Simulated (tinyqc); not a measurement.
Geometry relaxation of a small cluster: one step, computed by the program tinyqc. Command: `OMP_NUM_THREADS=1 python tinyqc.py 3006223 3006224 out.jsonl relax walk`. One thread of a shared host (Intel(R) Xeon(R) Processor @ 2.30GHz), about 0.01 s of CPU time with the checks.

E = sum_(i<j) phi(r_ij), phi(r) = eps [exp(-2 alpha (r - r0)) - 2 exp(-alpha (r - r0))]; the force on i is -sum_j phi'(r_ij) (R_i - R_j)/r_ij.

Question. Energy and forces at the start. Evaluate E and the forces at the starting positions.

Inputs (values chosen for the exercise, for model atoms): length r0 = 2.72 angstrom; well depth eps = 0.39 eV; stiffness alpha = 1.64 1/angstrom.

Potential: Morse. Method: steepest descent.

starting positions (angstrom):
```
           x      y      z
atom 1  0.07  -0.09   0.07
atom 2  2.74    0.1  -0.29
atom 3  1.33   2.53   -0.3
```

Give: distances; energy at the start; forces.

Answer.

distances (angstrom): 1-2 2.701, 1-3 2.931, 2-3 2.809

energy at the start = -1.129 eV

forces (eV/angstrom):
```
              x        y        z
atom 1   0.0721   0.2335  -0.0278
atom 2  -0.0340   0.1333  -0.0061
atom 3  -0.0381  -0.3669   0.0339
```
